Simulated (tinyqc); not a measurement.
Kinetics of strain relaxation and threading dislocations in mismatched semiconductor layers: one step, computed by the program tinyqc. Command: `OMP_NUM_THREADS=1 python tinyqc.py 3024021 3024022 out.jsonl threading walk`. One thread of a shared host (Intel(R) Xeon(R) Processor @ 2.30GHz), about 0.01 s of CPU time with the checks.

60-degree dislocations on {111} planes of a (001) layer, isotropic elasticity. The Schmid factor is 1/sqrt(6), and a misfit segment relieves strain with b/2.

Problem. Thick uniform layer and trapping in a trench. A separate case, a thick relaxed layer. Pair reactions during growth: d rho/dh = -K rho^2 with K = 2 r_A tan(psi) and threads inclined by psi = 45 degrees (the <110> lines of {111} planes), so rho = 1/(K H) for a layer that starts with far more threads than that, as highly mismatched layers do. In a trench along [110] a thread on {111} rises at 54.74 degrees across the width, and leaves through the wall below the height w tan(54.74 degrees) = sqrt(2) w; the share of threads, evenly spread over the floor, that reach the top is max(0, 1 - a/sqrt 2) for the aspect ratio a.

Inputs (values chosen for the exercise, for a model layer):

| quantity | value | unit |
|---|---|---|
| misfit f | 0.0149 | - |
| reaction radius r_A | 11 | nm |
| final thickness of a thick uniform layer H | 8.9 | micrometre |
| aspect ratio of a trench | 1.6 | - |

Give: thread density at H; share that reaches the top.

Solution.

thread density at H = 5.107e+08 1/cm^2

share that reaches the top = 0

The trench traps all threads that cross it; those that run along it are not trapped. Thickness alone needs 4500 micrometre for 1e6 /cm^2. Caution: at this small misfit a layer may start with fewer threads than 1/(K H), which is then only an upper bound.
